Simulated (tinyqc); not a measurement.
Rotating the field: cyclotron resonance of ellipsoidal valleys, Si type.

Valleys along [100], [010], [001] (each with its opposite partner), mass ml along the axis and mt across it. B lies in the (1-10) plane, b = (sin(theta)/sqrt2, sin(theta)/sqrt2, cos(theta)). For the angle phi between B and the axis, 1/mc^2 = cos^2(phi)/mt^2 + sin^2(phi)/(mt ml). Resonance: h nu = 2 muB B/mc, h = 2 pi hbar.

Inputs chosen for the exercise (out of a larger set: near those of Si; not measured data): ml = 0.957 m0 (longitudinal mass); mt = 0.181 m0 (transverse mass); ths = (0, 15, 30, 45, 60, 75, 90) degrees (angles).

mc against theta; [100] and [010] stay equal in this plane.

Cyclotron masses (m0):
```
theta (degrees)   [100]   [001]
0                0.4162  0.1810
15               0.3892  0.1861
30               0.3358  0.2027
45               0.2891  0.2347
60               0.2577  0.2891
75               0.2403  0.3668
90               0.2347  0.4162
```

All valleys give one line at theta = 54.7 degrees, B along [111], with mc = 0.2670. The [001] pair goes from mt to sqrt(ml mt), a factor 2.30; the other four only fall from sqrt(ml mt) to 0.2347, since their angle to B never drops below 45 degrees.

(tinyqc, `OMP_NUM_THREADS=1 python tinyqc.py 1250005 1250006 out.jsonl`, Intel(R) Xeon(R) Processor @ 2.30GHz, 1 thread, shared host, about 0.01 s.)
